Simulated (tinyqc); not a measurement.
Changing the spin speed f: spin coating of a resist or spin-on film: centrifugal thinning, evaporation and the final thickness (Emslie and Meyerhofer models). Computed by tinyqc, a small Python program. Command: `OMP_NUM_THREADS=1 python tinyqc.py 3110817 3110818 out.jsonl spincoat sweep`. One thread of a shared host (Intel(R) Xeon(R) Processor @ 2.30GHz), about 0.2 s of CPU time with the checks.

A Newtonian film stays uniform over the wafer; solvent and solids have the same density and the concentration is uniform through the thickness.

Inputs (values chosen for the exercise, of the order of those of a polymer resist in an ester solvent):
```
quantity                                 value          unit
solids volume fraction c0                0.042             -
kinematic viscosity of the solvent nu_s    1.3        mm^2/s
viscosity constant k                       410        mm^2/s
viscosity exponent gamma                   3.1             -
evaporation rate at 1000 rpm e0           0.11  micrometre/s
starting thickness h0                      100    micrometre
wafer radius R                             150            mm
shrinkage in the bake                       10             %
```

Method:
- omega = 2 pi f/60; nu(c) = nu_s + k c^gamma; evaporation rate e = e0 sqrt(f/1000 rpm).
- Flow constant K = 2 omega^2/(3 nu(c0)); Reynolds number of the air omega R^2/nu_air with nu_air = 15 mm^2/s.
- Full model for solids s and liquid l per area, h = s + l, c = s/h: ds/dt = -c Q, dl/dt = -(1 - c) Q - e, Q = 2 omega^2 h^3/(3 nu(c)); integrated adaptively (relative tolerance 1e-9) until l = 0.
- Dry film = s at l = 0, before the bake; film after the bake = s x (1 - shrinkage).

One run for each value:
```
spin speed f (rpm)  dry film (nm)  time to dry (s)  Reynolds number of the air
400                        183.50           72.355                  6.2832e+04
610                        148.59           47.459                  9.5819e+04
940                        119.70           30.803                  1.4765e+05
1400                        98.09           20.685                  2.1991e+05
2200                        78.25           13.164                  3.4558e+05
3400                        62.94            8.518                  5.3407e+05
5200                        50.89            5.570                  8.1681e+05
8000                        41.03            3.620                  1.2566e+06
```

What does the table show, and why?

Over the rows, dry film (nm) falls from 183 to 41.0 (exponent d ln y / d ln x about -0.50 throughout); time to dry (s) falls from 72.4 to 3.62 (exponent d ln y / d ln x about -1.00 throughout); Reynolds number of the air rises from 62800 to 1.26e6 (exponent d ln y / d ln x about 1.00 throughout). The exponent of dry film stays at -0.50: (e/omega^2)^(1/3) with e as sqrt(f).

Caution (rows 2200, 3400, 5200, 8000): above a Reynolds number of about 3e5 the air flow near the rim turns turbulent, and evaporation is no longer uniform.
